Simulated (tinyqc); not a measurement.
Single-oscillator infrared dielectric function of a polar cubic crystal: one step, computed by the program tinyqc.

One ion pair, charges +Z* and -Z*, in a cell of volume Omega = a^3/4. Frequencies omega are given as wavenumbers (1/cm); eps_s is the static dielectric constant.

Question. Optical constants at the probe frequency. eps(omega) = eps_inf + W^2/(omega_TO^2 - omega^2 - i gamma omega); n + i k = sqrt(eps) with k >= 0; R = |(n + i k - 1)/(n + i k + 1)|^2 at normal incidence from vacuum. omega is the probe ratio times omega_TO. Intensity decays over 1/(4 pi omega k); the loss function is Im(-1/eps).

Inputs (values chosen for the exercise, modelled on magnesium oxide): omega_TO = 405 1/cm; eps_inf = 2.9; phonon damping gamma = 8.9 1/cm; probe frequency / omega_TO = 1.14.

Structure: rock salt. Free carriers: absent.

W = 1024.834 1/cm

Give: omega; Re eps; Im eps; n; k; reflectivity R; penetration depth of the intensity; loss function.

Answer.

omega = 461.7 1/cm

Re eps = -18.324

Im eps = 1.7747

n = 0.20705

k = 4.2857

reflectivity R = 0.95822

penetration depth of the intensity = 0.40217 micrometre

loss function = 0.0052363

Re eps is negative: the wave is evanescent and the crystal reflects like a metal.
